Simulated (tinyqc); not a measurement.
The basis set: RHF and MP2 along a ladder of basis sets, for BeH2, spin multiplicity 1. Computed by the program tinyqc with PySCF. 

Geometry (angstrom):
```
atom,x,y,z
Be,0.0000,0.0000,0.0000
H,0.0000,1.3040,0.0000
H,0.0000,-1.3040,0.0000
```

Same geometry throughout; the dipole is taken about the origin.

RHF and frozen-core MP2 in a ladder of bases:
```
basis,functions,E(RHF) (hartree),E(MP2 corr) (hartree),HOMO (eV),LUMO (eV),dipole (debye)
sto-3g,7,-15.56120,-0.02232,-11.619,5.746,0.000
3-21g,13,-15.67302,-0.02792,-12.303,2.243,0.000
6-31g,13,-15.75880,-0.02811,-12.271,2.461,0.000
6-31g**,24,-15.76620,-0.04878,-12.200,2.506,0.000
cc-pvdz,24,-15.76661,-0.05086,-12.249,1.929,0.000
cc-pvtz,58,-15.77096,-0.06071,-12.304,1.647,0.000
```

From cc-pVDZ to cc-pVTZ the RHF energy falls by 4.4 mhartree and the correlation energy by 9.8. If valence correlation converges as X^-3, (27 E(T) - 8 E(D))/19 gives -0.0649 hartree, a rough estimate from such small X that usually falls short; STO-3G holds about 34 % of it. Beyond STO-3G the LUMO moves by 0.9 eV and the HOMO by 0.1 eV.
